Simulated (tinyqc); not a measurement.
Worked calculation: CCD on RHF in the sto-3g basis, frozen core, for BeH2, spin multiplicity 1. Computed by tinyqc, a small Python program that keeps every step (integrals from PySCF). Settings: charge = 0, multiplicity = 1, basis = sto-3g, method = RHF, frozen orbitals = 1, energy threshold = 1e-10, iteration cap = 85, orthogonalisation = symmetric, start = core, DIIS depth = 6, amplitude equations = CCD, DIIS depth for amplitudes = 0, cap on updates = 88. Command: `OMP_NUM_THREADS=1 python tinyqc.py 30310 30311 out.jsonl` (the two numbers bound the seeds that draw the settings). One thread of a shared host (Intel(R) Xeon(R) Processor @ 2.60GHz), about 0.1 s of CPU time with the checks. The early iterations of the SCF are left out here.

## One-electron integrals

Geometry (angstrom):

| atom | x | y | z |
|---|---|---|---|
| Be | 0.000000 | 0.000000 | 0.000000 |
| H | 0.000000 | 1.519000 | 0.072000 |
| H | 0.000000 | -1.519000 | 0.072000 |

Basis sto-3g: exponents (1/bohr^2) and contraction coefficients of normalised primitives:

| element | l (shell) | exponent | coefficient |
|---|---|---|---|
| Be | s (1) | 30.167871 | 0.154329 |
| Be | s (1) | 5.495115 | 0.535328 |
| Be | s (1) | 1.487193 | 0.444635 |
| Be | s (2) | 1.314833 | -0.099967 |
| Be | s (2) | 0.305539 | 0.399513 |
| Be | s (2) | 0.099371 | 0.700115 |
| Be | p (3) | 1.314833 | 0.155916 |
| Be | p (3) | 0.305539 | 0.607684 |
| Be | p (3) | 0.099371 | 0.391957 |
| H | s (1) | 3.425251 | 0.154329 |
| H | s (1) | 0.623914 | 0.535328 |
| H | s (1) | 0.168855 | 0.444635 |

Overlap, kinetic and nuclear-attraction integrals over the contracted functions; the nuclear repulsion is the sum of Za Zb / Rab.

nuclear repulsion = 2.95803728 hartree

overlap S, lower triangle:
```
           1Be 1s    1Be 2s   1Be 2px    1Be 2py   1Be 2pz     2H 1s     3H 1s
1Be 1s   1.000000
1Be 2s   0.259517  1.000000
1Be 2px  0.000000  0.000000  1.000000
1Be 2py  0.000000  0.000000  0.000000   1.000000
1Be 2pz  0.000000  0.000000  0.000000   0.000000  1.000000
2H 1s    0.046712  0.389103  0.000000   0.469727  0.022265  1.000000
3H 1s    0.046712  0.389103  0.000000  -0.469727  0.022265  0.016849  1.000000
```

kinetic energy T (hartree), lower triangle:
```
            1Be 1s    1Be 2s   1Be 2px    1Be 2py   1Be 2pz      2H 1s     3H 1s
1Be 1s    6.693975
1Be 2s   -0.033012  0.211111
1Be 2px   0.000000  0.000000  0.660592
1Be 2py   0.000000  0.000000  0.000000   0.660592
1Be 2pz   0.000000  0.000000  0.000000   0.000000  0.660592
2H 1s    -0.012818  0.044193  0.000000   0.137732  0.006528   0.760032
3H 1s    -0.012818  0.044193  0.000000  -0.137732  0.006528  -0.006315  0.760032
```

nuclear attraction V (hartree), lower triangle:
```
             1Be 1s     1Be 2s    1Be 2px    1Be 2py    1Be 2pz      2H 1s      3H 1s
1Be 1s   -15.257055
1Be 2s    -2.079860  -2.982161
1Be 2px    0.000000   0.000000  -2.899457
1Be 2py    0.000000   0.000000   0.000000  -3.091815
1Be 2pz   -0.001323  -0.012061   0.000000   0.000000  -2.899890
2H 1s     -0.372627  -1.076997   0.000000  -1.267490  -0.061137  -2.787572
3H 1s     -0.372627  -1.076997   0.000000   1.267490  -0.061137  -0.055569  -2.787572
```

core Hamiltonian H = T + V (hartree), lower triangle:
```
            1Be 1s     1Be 2s    1Be 2px    1Be 2py    1Be 2pz      2H 1s      3H 1s
1Be 1s   -8.563080
1Be 2s   -2.112872  -2.771050
1Be 2px   0.000000   0.000000  -2.238865
1Be 2py   0.000000   0.000000   0.000000  -2.431223
1Be 2pz  -0.001323  -0.012061   0.000000   0.000000  -2.239298
2H 1s    -0.385445  -1.032804   0.000000  -1.129758  -0.054608  -2.027540
3H 1s    -0.385445  -1.032804   0.000000   1.129758  -0.054608  -0.061885  -2.027540
```

## Two-electron integrals

Functions are numbered as in S; the eight-fold symmetry (ij|kl) = (ji|kl) = (kl|ij) leaves the list below.

Two-electron integrals (ij|kl) in chemists' order, unique and non-zero (hartree):
```
(11|11) 2.298831    (21|11) 0.392036    (21|21) 0.079539    (22|11) 0.570988
(22|21) 0.143041    (22|22) 0.417683    (31|31) 0.014607    (32|31) 0.021888
(32|32) 0.092265    (33|11) 0.569578    (33|21) 0.143083    (33|22) 0.417589
(33|33) 0.449859    (41|41) 0.014607    (42|41) 0.021888    (42|42) 0.092265
(43|43) 0.024249    (44|11) 0.569578    (44|21) 0.143083    (44|22) 0.417589
(44|33) 0.401360    (44|44) 0.449859    (51|51) 0.014607    (52|51) 0.021888
(52|52) 0.092265    (53|53) 0.024249    (54|54) 0.024249    (55|11) 0.569578
(55|21) 0.143083    (55|22) 0.417589    (55|33) 0.401360    (55|44) 0.401360
(55|55) 0.449859    (61|11) 0.069670    (61|21) 0.014128    (61|22) 0.025628
(61|33) 0.025450    (61|41) 0.001244    (61|42) 0.002353    (61|44) 0.025997
(61|51) 0.000059    (61|52) 0.000112    (61|54) 0.000026    (61|55) 0.025451
(61|61) 0.002631    (62|11) 0.178293    (62|21) 0.045368    (62|22) 0.145543
(62|33) 0.139914    (62|41) 0.005915    (62|42) 0.037131    (62|44) 0.156631
(62|51) 0.000280    (62|52) 0.001760    (62|54) 0.000792    (62|55) 0.139952
(62|61) 0.008916    (62|62) 0.077247    (63|31) 0.004042    (63|32) 0.019220
(63|43) 0.006330    (63|53) 0.000300    (63|63) 0.006843    (64|11) 0.194580
(64|21) 0.050096    (64|22) 0.168419    (64|33) 0.158451    (64|41) 0.009556
(64|42) 0.057577    (64|44) 0.188147    (64|51) 0.000261    (64|52) 0.001818
(64|54) 0.001108    (64|55) 0.158489    (64|61) 0.010259    (64|62) 0.101397
(64|64) 0.137025    (65|11) 0.009223    (65|21) 0.002375    (65|22) 0.007983
(65|33) 0.007510    (65|41) 0.000261    (65|42) 0.001818    (65|44) 0.008318
(65|51) 0.004055    (65|52) 0.019307    (65|54) 0.006369    (65|55) 0.008112
(65|61) 0.000486    (65|62) 0.004806    (65|64) 0.006171    (65|65) 0.007135
(66|11) 0.346437    (66|21) 0.089699    (66|22) 0.323176    (66|33) 0.299942
(66|41) 0.013325    (66|42) 0.109301    (66|44) 0.369214    (66|51) 0.000632
(66|52) 0.005181    (66|54) 0.003283    (66|55) 0.300098    (66|61) 0.018025
(66|62) 0.220421    (66|64) 0.306444    (66|65) 0.014525    (66|66) 0.774606
(71|11) 0.069670    (71|21) 0.014128    (71|22) 0.025628    (71|33) 0.025450
(71|41) -0.001244   (71|42) -0.002353   (71|44) 0.025997    (71|51) 0.000059
(71|52) 0.000112    (71|54) -0.000026   (71|55) 0.025451    (71|61) 0.002404
(71|62) 0.007528    (71|64) 0.008035    (71|65) 0.000415    (71|66) 0.014745
(71|71) 0.002631    (72|11) 0.178293    (72|21) 0.045368    (72|22) 0.145543
(72|33) 0.139914    (72|41) -0.005915   (72|42) -0.037131   (72|44) 0.156631
(72|51) 0.000280    (72|52) 0.001760    (72|54) -0.000792   (72|55) 0.139952
(72|61) 0.007528    (72|62) 0.038993    (72|64) 0.041498    (72|65) 0.002399
(72|66) 0.081735    (72|71) 0.008916    (72|72) 0.077247    (73|31) 0.004042
(73|32) 0.019220    (73|43) -0.006330   (73|53) 0.000300    (73|63) 0.002677
(73|73) 0.006843    (74|11) -0.194580   (74|21) -0.050096   (74|22) -0.168419
(74|33) -0.158451   (74|41) 0.009556    (74|42) 0.057577    (74|44) -0.188147
(74|51) -0.000261   (74|52) -0.001818   (74|54) 0.001108    (74|55) -0.158489
(74|61) -0.008035   (74|62) -0.041498   (74|64) -0.042912   (74|65) -0.002516
(74|66) -0.086515   (74|71) -0.010259   (74|72) -0.101397   (74|74) 0.137025
(75|11) 0.009223    (75|21) 0.002375    (75|22) 0.007983    (75|33) 0.007510
(75|41) -0.000261   (75|42) -0.001818   (75|44) 0.008318    (75|51) 0.004055
(75|52) 0.019307    (75|54) -0.006369   (75|55) 0.008112    (75|61) 0.000415
(75|62) 0.002399    (75|64) 0.002516    (75|65) 0.002821    (75|66) 0.005128
(75|71) 0.000486    (75|72) 0.004806    (75|74) -0.006171   (75|75) 0.007135
(76|11) 0.010441    (76|21) 0.002585    (76|22) 0.007331    (76|33) 0.007227
(76|44) 0.007531    (76|51) 0.000033    (76|52) 0.000163    (76|55) 0.007232
(76|61) 0.000465    (76|62) 0.002623    (76|64) 0.003078    (76|65) 0.000179
(76|66) 0.005973    (76|71) 0.000465    (76|72) 0.002623    (76|74) -0.003078
(76|75) 0.000179    (76|76) 0.000131    (77|11) 0.346437    (77|21) 0.089699
(77|22) 0.323176    (77|33) 0.299942    (77|41) -0.013325   (77|42) -0.109301
(77|44) 0.369214    (77|51) 0.000632    (77|52) 0.005181    (77|54) -0.003283
(77|55) 0.300098    (77|61) 0.014745    (77|62) 0.081735    (77|64) 0.086515
(77|65) 0.005128    (77|66) 0.174178    (77|71) 0.018025    (77|72) 0.220421
(77|74) -0.306444   (77|75) 0.014525    (77|76) 0.005973    (77|77) 0.774606
```

## Orthogonalisation

S = U s U^T; symmetric (Loewdin) form X = U s^(-1/2) U^T, so that X^T S X = 1.

eigenvalues of S: 0.327227  0.421282  0.948827  1.000000  1.003505  1.643235  1.655924

X, lower triangle:
```
            1Be 1s     1Be 2s   1Be 2px    1Be 2py    1Be 2pz      2H 1s     3H 1s
1Be 1s    1.028573
1Be 2s   -0.151531   1.179414
1Be 2px   0.000000   0.000000  1.000000
1Be 2py   0.000000   0.000000  0.000000   1.256464
1Be 2pz  -0.000888   0.008525  0.000000   0.000000   1.000476
2H 1s     0.020834  -0.245468  0.000000  -0.343284  -0.013750   1.202981
3H 1s     0.020834  -0.245468  0.000000   0.343284  -0.013750  -0.065796  1.202981
```

## Starting guess

The start is the orbitals of the core Hamiltonian; D = 2 C_occ C_occ^T.

D at the start, lower triangle:
```
            1Be 1s    1Be 2s   1Be 2px    1Be 2py   1Be 2pz     2H 1s     3H 1s
1Be 1s    2.138761
1Be 2s   -0.519953  1.905338
1Be 2px   0.000000  0.000000  0.000000
1Be 2py   0.000000  0.000000  0.000000   2.114066
1Be 2pz  -0.031761  0.127391  0.000000   0.000000  0.008522
2H 1s    -0.019993  0.129782  0.000000  -0.062651  0.008700  0.010816
3H 1s    -0.019993  0.129782  0.000000   0.062651  0.008700  0.007102  0.010816
```

## Iteration 7 (converged): orbitals

converged F (hartree), lower triangle:
```
            1Be 1s     1Be 2s   1Be 2px    1Be 2py    1Be 2pz      2H 1s      3H 1s
1Be 1s   -4.527071
1Be 2s   -1.289229  -0.601008
1Be 2px   0.000000   0.000000  0.213897
1Be 2py   0.000000   0.000000  0.000000  -0.163069
1Be 2pz   0.001101  -0.008559  0.000000   0.000000   0.213360
2H 1s    -0.239758  -0.352737  0.000000  -0.308893  -0.011423  -0.246694
3H 1s    -0.239758  -0.352737  0.000000   0.308893  -0.011423  -0.019993  -0.246694
```

Diagonalise F' = X^T F X, C = X C', fill 3 alpha and 3 beta electrons from the bottom; D = 2 C_occ C_occ^T. Each column has its largest component positive (the first on a tie).

F' = X^T F X (hartree), lower triangle:
```
           1          2         3          4          5          6         7
1  -4.417727
2  -0.698828  -0.138539
3   0.000000   0.000000  0.213897
4   0.000000   0.000000  0.000000   0.222064
5   0.000545   0.003543  0.000000   0.000000   0.214069
6  -0.012381  -0.288790  0.000000  -0.396156  -0.014229   0.055864
7  -0.012381  -0.288790  0.000000   0.396156  -0.014229  -0.078913  0.055864
```

orbital energies (hartree): MO1 -4.530445, MO2 -0.425177, MO3 -0.383526, MO4 0.212581, MO5 0.213897, MO6 0.377795, MO7 0.740367

coefficients C:
```
               MO1        MO2        MO3        MO4       MO5        MO6        MO7
1Be 1s    0.991833  -0.213937   0.000000   0.026414  0.000000  -0.227143   0.000000
1Be 2s    0.031342   0.598037   0.000000  -0.112617  0.000000   1.078540   0.000000
1Be 2px   0.000000   0.000000   0.000000   0.000000  1.000000   0.000000   0.000000
1Be 2py   0.000000   0.000000   0.496892   0.000000  0.000000   0.000000   1.251993
1Be 2pz  -0.000032   0.010788   0.000000   0.993258  0.000000   0.121344   0.000000
2H 1s    -0.003753   0.392318   0.425441   0.054669  0.000000  -0.741995  -0.861244
3H 1s    -0.003753   0.392318  -0.425441   0.054669  0.000000  -0.741995   0.861244
```

D after iteration 7, lower triangle:
```
            1Be 1s    1Be 2s   1Be 2px    1Be 2py   1Be 2pz      2H 1s     3H 1s
1Be 1s    2.059003
1Be 2s   -0.193711  0.717261
1Be 2px   0.000000  0.000000  0.000000
1Be 2py   0.000000  0.000000  0.000000   0.493802
1Be 2pz  -0.004680  0.012902  0.000000   0.000000  0.000233
2H 1s    -0.175307  0.469005  0.000000   0.422796  0.008465   0.669855
3H 1s    -0.175307  0.469005  0.000000  -0.422796  0.008465  -0.054146  0.669855
```

## Convergence

Stop when the energy changes by less than 1e-10 hartree and every element of the error matrix X^T (F D S - S D F) X is below 3e-06.

Course of the cycle:

| iteration | E (hartree) | change | largest element of the error matrix |
|---|---|---|---|
| 1 | -14.84905416 | - | 5.55e-01 |
| 2 | -15.52520148 | -6.76e-01 | 3.29e-02 |
| 3 | -15.52664982 | -1.45e-03 | 2.33e-03 |
| 4 | -15.52667493 | -2.51e-05 | 6.15e-04 |
| 5 | -15.52667643 | -1.50e-06 | 3.72e-05 |
| 6 | -15.52667644 | -4.78e-09 | 3.30e-06 |
| 7 | -15.52667644 | -2.75e-11 | 2.89e-08 |

PySCF RHF in the same basis = -15.52667644 hartree

Converged in 7 iterations.

## Populations, bond orders and dipole

Mulliken: Z minus the diagonal of D S on the atom; Loewdin: the same with S^(1/2) D S^(1/2); Mayer order: 2 sum_s sum (D(s) S)_ij (D(s) S)_ji over the two atoms.

Charges (e):

| atom | Mulliken | Loewdin |
|---|---|---|
| 1Be | 0.084064 | 0.071232 |
| 2H | -0.042032 | -0.035616 |
| 3H | -0.042032 | -0.035616 |

Mayer bond orders:

| pair | order |
|---|---|
| 2-1 | 0.993749 |
| 3-1 | 0.993749 |
| 3-2 | 0.004485 |

dipole moment about the origin, x y z (debye): 0.000000  0.000000  -0.214760

## Integrals over molecular orbitals

(pq|rs) = sum C_ip C_jq C_kr C_ls (ij|kl), one index at a time.

one-electron integrals over orbitals h = C^T H C (hartree), lower triangle:
```
           1          2          3          4          5          6          7
1  -8.551701
2   0.210764  -2.326711
3   0.000000   0.000000  -2.267154
4  -0.026786   0.012378   0.000000  -2.236268
5   0.000000   0.000000   0.000000   0.000000  -2.238865
6   0.201607  -0.231808   0.000000  -0.029081   0.000000  -1.900828
7   0.000000   0.000000  -0.308591   0.000000   0.000000   0.000000  -1.854184
```

Two-electron integrals over orbitals (pq|rs), unique and non-zero (hartree); the lowest 1 orbital is frozen and left out:
```
(22|22) 0.378632    (32|32) 0.159827    (33|22) 0.390690    (33|33) 0.413988
(42|22) 0.004510    (42|33) 0.005463    (42|42) 0.047818    (43|32) 0.007636
(43|43) 0.013415    (44|22) 0.355804    (44|33) 0.339003    (44|42) -0.015339
(44|44) 0.450653    (52|52) 0.047685    (53|53) 0.012848    (54|52) -0.004973
(54|54) 0.024646    (55|22) 0.356297    (55|33) 0.339044    (55|42) -0.005579
(55|44) 0.400978    (55|55) 0.449859    (62|22) -0.016001   (62|33) -0.041624
(62|42) -0.002522   (62|44) 0.062954    (62|55) 0.064639    (62|62) 0.081955
(63|32) -0.092049   (63|43) -0.006436   (63|63) 0.085716    (64|22) 0.001188
(64|33) -0.002383   (64|42) 0.044593    (64|44) -0.001813   (64|55) 0.004334
(64|62) 0.012504    (64|64) 0.048124    (65|52) 0.046481    (65|54) -0.003179
(65|65) 0.049286    (66|22) 0.380479    (66|33) 0.391111    (66|42) 0.013625
(66|44) 0.353808    (66|55) 0.355754    (66|62) -0.026895   (66|64) 0.008517
(66|66) 0.398899    (72|32) -0.040038   (72|43) -0.006313   (72|63) 0.062044
(72|72) 0.057125    (73|22) -0.000356   (73|33) -0.018153   (73|42) -0.008774
(73|44) 0.068066    (73|55) 0.068363    (73|62) 0.077229    (73|64) 0.005987
(73|66) -0.021132   (73|73) 0.086349    (74|32) -0.014549   (74|43) 0.012646
(74|63) 0.009154    (74|72) 0.002729    (74|74) 0.018289    (75|53) 0.013358
(75|75) 0.016887    (76|32) 0.139532    (76|43) 0.008457    (76|63) -0.091278
(76|72) -0.048776   (76|74) -0.012543   (76|76) 0.135937    (77|22) 0.405102
(77|33) 0.421758    (77|42) 0.001162    (77|44) 0.380305    (77|55) 0.379953
(77|62) -0.021874   (77|64) -0.003054   (77|66) 0.414568    (77|73) 0.001163
(77|77) 0.460103
```

## CCD: starting amplitudes

t_ij^ab = <ij||ab> / (e_i + e_j - e_a - e_b), whose energy is MP2.

Starting amplitudes (spin orbitals 1a, 1b, ...; amplitudes related by a flip of all spins are not repeated):

| from | to | t |
|---|---|---|
| 3a 3b | 6a 6b | -0.056294 |
| 2a 2b | 6a 6b | -0.051032 |
| 2a 3b | 6a 7b | -0.040080 |
| 3a 3b | 7a 7b | -0.038415 |
| 2a 2b | 4a 4b | -0.037489 |
| 2a 2b | 5a 5b | -0.037308 |
| 2a 3b | 6b 7a | 0.032199 |
| 2a 2b | 7a 7b | -0.024506 |
| 3a 3b | 4a 4b | -0.011252 |
| 3a 3b | 5a 5b | -0.010753 |
| 2a 3a | 6a 7a | -0.007881 |
| 2a 3b | 4a 7b | 0.004981 |
| 3a 3b | 4a 6b | 0.004741 |
| 2a 3b | 4b 7a | -0.003583 |
| 2a 2b | 4a 6b | 0.001751 |
| 2a 3a | 4a 7a | 0.001397 |

correlation energy = -0.02822049 hartree

## CCD: amplitude update 1

t_ij^ab D_ij^ab are set to the remaining terms of the spin-orbital equations, evaluated with the old amplitudes; for the doubles these are <ij||ab> + 1/2 <ab||ef> t_ij^ef + 1/2 <mn||ij> t_mn^ab + P(ij)P(ab) <mb||ej> t_im^ae + terms in t^2, D the orbital-energy denominators.

Amplitudes after update 1 (spin orbitals 1a, 1b, ...; amplitudes related by a flip of all spins are not repeated):

| from | to | t |
|---|---|---|
| 3a 3b | 6a 6b | -0.078911 |
| 2a 2b | 6a 6b | -0.066960 |
| 2a 3b | 6a 7b | -0.055853 |
| 3a 3b | 7a 7b | -0.049537 |
| 2a 2b | 4a 4b | -0.047293 |
| 2a 2b | 5a 5b | -0.047053 |
| 2a 3b | 6b 7a | 0.046941 |
| 2a 2b | 7a 7b | -0.032731 |
| 2a 3a | 6a 7a | -0.008912 |
| 3a 3b | 4a 4b | -0.007719 |
| 3a 3b | 4a 6b | 0.007681 |
| 3a 3b | 5a 5b | -0.006882 |
| 2a 3b | 4a 7b | 0.006848 |
| 2a 3b | 4b 7a | -0.005219 |
| 2a 2b | 4a 6b | 0.002477 |
| 2a 3a | 4a 7a | 0.001629 |

correlation energy = -0.03812376 hartree

## CCD: amplitude update 2

As before.

Amplitudes after update 2 (spin orbitals 1a, 1b, ...; amplitudes related by a flip of all spins are not repeated):

| from | to | t |
|---|---|---|
| 3a 3b | 6a 6b | -0.088962 |
| 2a 2b | 6a 6b | -0.072481 |
| 2a 3b | 6a 7b | -0.061427 |
| 3a 3b | 7a 7b | -0.053312 |
| 2a 3b | 6b 7a | 0.052484 |
| 2a 2b | 4a 4b | -0.050282 |
| 2a 2b | 5a 5b | -0.050025 |
| 2a 2b | 7a 7b | -0.036165 |
| 3a 3b | 4a 6b | 0.009273 |
| 2a 3a | 6a 7a | -0.008943 |
| 2a 3b | 4a 7b | 0.007497 |
| 2a 3b | 4b 7a | -0.005840 |
| 3a 3b | 4a 4b | -0.004242 |
| 3a 3b | 5a 5b | -0.003210 |
| 2a 2b | 4a 6b | 0.002762 |
| 2a 3a | 4a 7a | 0.001656 |

correlation energy = -0.04174202 hartree

## CCD: amplitude update 3

As before.

Amplitudes after update 3 (spin orbitals 1a, 1b, ...; amplitudes related by a flip of all spins are not repeated):

| from | to | t |
|---|---|---|
| 3a 3b | 6a 6b | -0.093365 |
| 2a 2b | 6a 6b | -0.074242 |
| 2a 3b | 6a 7b | -0.063537 |
| 2a 3b | 6b 7a | 0.054589 |
| 3a 3b | 7a 7b | -0.054528 |
| 2a 2b | 4a 4b | -0.051404 |
| 2a 2b | 5a 5b | -0.051149 |
| 2a 2b | 7a 7b | -0.037550 |
| 3a 3b | 4a 6b | 0.010052 |
| 2a 3a | 6a 7a | -0.008948 |
| 2a 3b | 4a 7b | 0.007746 |
| 2a 3b | 4b 7a | -0.006082 |
| 2a 2b | 4a 6b | 0.002824 |
| 3a 3b | 4a 4b | -0.002248 |
| 2a 3a | 4a 7a | 0.001664 |
| 3a 3b | 5a 5b | -0.001114 |

correlation energy = -0.04310641 hartree

## CCD: convergence

E_corr = 1/4 sum <ij||ab> t_ij^ab; stop when the norm of the change is below 1e-8.

Course of the amplitude iterations:

| update | correlation energy (hartree) | norm of the change |
|---|---|---|
| 0 | -0.02822049 | - |
| 1 | -0.03812376 | 9.25e-02 |
| 2 | -0.04174202 | 3.64e-02 |
| 3 | -0.04310641 | 1.50e-02 |
| 4 | -0.04363627 | 6.37e-03 |
| 5 | -0.04384685 | 2.82e-03 |
| 6 | -0.04393223 | 1.31e-03 |
| 7 | -0.04396753 | 6.37e-04 |
| 8 | -0.04398242 | 3.24e-04 |
| 9 | -0.04398885 | 1.70e-04 |
| 10 | -0.04399169 | 9.16e-05 |
| 11 | -0.04399299 | 5.00e-05 |
| 12 | -0.04399360 | 2.75e-05 |
| 13 | -0.04399389 | 1.53e-05 |
| 14 | -0.04399403 | 8.48e-06 |
| 15 | -0.04399411 | 4.72e-06 |
| 16 | -0.04399414 | 2.64e-06 |
| 17 | -0.04399416 | 1.47e-06 |
| 18 | -0.04399417 | 8.23e-07 |
| 19 | -0.04399418 | 4.61e-07 |
| 20 | -0.04399418 | 2.58e-07 |
| 21 | -0.04399419 | 1.44e-07 |
| 22 | -0.04399419 | 8.08e-08 |
| 23 | -0.04399419 | 4.52e-08 |
| 24 | -0.04399419 | 2.53e-08 |
| 25 | -0.04399419 | 1.42e-08 |
| 26 | -0.04399419 | 7.95e-09 |

Converged amplitudes (spin orbitals 1a, 1b, ...; amplitudes related by a flip of all spins are not repeated):

| from | to | t |
|---|---|---|
| 3a 3b | 6a 6b | -0.097073 |
| 2a 2b | 6a 6b | -0.074626 |
| 2a 3b | 6a 7b | -0.064963 |
| 2a 3b | 6b 7a | 0.055796 |
| 3a 3b | 7a 7b | -0.054948 |
| 2a 2b | 4a 4b | -0.052460 |
| 2a 2b | 5a 5b | -0.052232 |
| 2a 2b | 7a 7b | -0.038627 |
| 3a 3b | 4a 6b | 0.010783 |
| 2a 3a | 6a 7a | -0.009167 |
| 2a 3b | 4a 7b | 0.007928 |
| 2a 3b | 4b 7a | -0.006226 |
| 2a 2b | 4a 6b | 0.002714 |
| 2a 3a | 4a 7a | 0.001702 |
| 3a 3b | 5a 5b | 0.000926 |
| 3a 3b | 4a 4b | -0.000312 |

CCD total energy = -15.57067062 hartree

Converged in 26 updates.
